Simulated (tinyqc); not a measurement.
# One-sided p+-n junction, ionisation integral and breakdown, step by step

Program tinyqc, `OMP_NUM_THREADS=1 python tinyqc.py 2120004 2120005 out.jsonl`; Intel Xeon 2.30GHz, shared host, one thread, about 0.04 s. Printed values are rounded.

A p+ layer at x < 0 and an n drift layer from x = 0. Depletion approximation, built-in voltage neglected. Local ionisation coefficients alpha_n = an exp(-(bn/E)^mx), alpha_p = ap exp(-(bp/E)^mx). Electrons move towards +x, holes towards x = 0.

Values chosen for this exercise; material values close to those of gallium arsenide: relative permittivity eps_r = 12.9; prefactor of the electron ionisation coefficient an = 3.19e5 1/cm; field constant for electrons bn = 6.96e5 V/cm; prefactor of the hole ionisation coefficient ap = 2.33e5 1/cm; field constant for holes bp = 6.77e5 V/cm; exponent mx = 1.6; donor density of the drift layer N = 1.5e16 cm^-3; reverse voltage V = 36.2 V; share of the depleted width that the grid covers fr = 0.6.

Constants: q = 1.602176634e-19 C, eps0 = 8.8541878128e-14 F/cm where lengths are in cm. Results are converted to the units shown.

## Field and ionisation coefficients on a grid

W = sqrt(2 eps0 eps_r V/(q N)), peak field E0 = q N W/(eps0 eps_r), falling linearly to 0 at W. Grid: 11 equal steps from 0 to fr W.

W = 1.854973 um

```
point    x (um)  E (kV/cm)  alpha_n (1/cm)  alpha_p (1/cm)
0      0.000000   390.3021        25587.34        20847.69
1      0.101180   369.0129        20190.17        16619.95
2      0.202361   347.7237        15331.40        12771.76
3      0.303541   326.4345        11100.98        9377.872
4      0.404721   305.1453        7571.522        6503.169
5      0.505902   283.8561        4785.052        4192.391
6      0.607082   262.5669        2738.906        2458.379
7      0.708263   241.2777        1374.811        1271.399
8      0.809443   219.9885        577.3824        554.4010
9      0.910623   198.6993        188.9939        190.4665
10     1.011804   177.4100        43.13533        46.34451
11     1.112984   156.1208        5.711680        6.698325
```

## Ionisation integrals by the trapezoid rule

G(x) = integral from 0 to x of (alpha_n - alpha_p); I_n = integral of alpha_n exp(-G) (electrons injected at x = 0), I_p = integral of alpha_p exp(G(end) - G) (holes injected at the far edge); M = 1/(1 - I). All integrals by the trapezoid rule on the grid.

```
point          G  alpha_n exp(-G) (1e4 1/cm)
0      0.0000000                    2.558734
1      0.0420398                    1.935898
2      0.0730508                    1.425136
3      0.0947173                    1.009778
4      0.1088394                    0.679071
5      0.1172425                    0.425568
6      0.1216599                    0.242516
7      0.1236023                    0.121496
8      0.1242417                    0.050992
9      0.1243505                    0.016689
10     0.1243268                    0.003809
11     0.1243056                    0.000504
```

I_n = 0.7275448
I_p = 0.6911623
M_n = 3.670328
M_p = 3.237947

A grid of 1500 steps over the whole width gives I_n = 0.7220 and I_p = 0.6855; the coarse I_n is 0.77 % above and the coarse I_p 0.82 % above those values. Electrons multiply more: on this coarse grid M - 1 is 1.19 times as large for them.

## Breakdown voltage by secant steps

G(x) = integral from 0 to x of (alpha_n - alpha_p); I_n = integral of alpha_n exp(-G) (electrons injected at x = 0), I_p = integral of alpha_p exp(G(end) - G) (holes injected at the far edge); M = 1/(1 - I). Secant steps on ln I_n(V) = 0 with the integrals on a fine grid (1500 steps), from the points V = 30 and 37.9 V; stop when the step is below 1e-7 of V.

Course of the iteration:
```
step     V (V)        I_n  change of V (V)
1         37.9  0.8207555             2.21
2     40.11404  0.9552158            0.669
3     40.78270  0.9969293           0.0481
4     40.83081  0.9999482          8.24e-4
5     40.83163  0.9999999          9.51e-7
```

Breakdown at 40.832 V, with a peak field of 414.5 kV/cm and W = 1.970 um. The integral for holes reaches 1 at the same voltage.
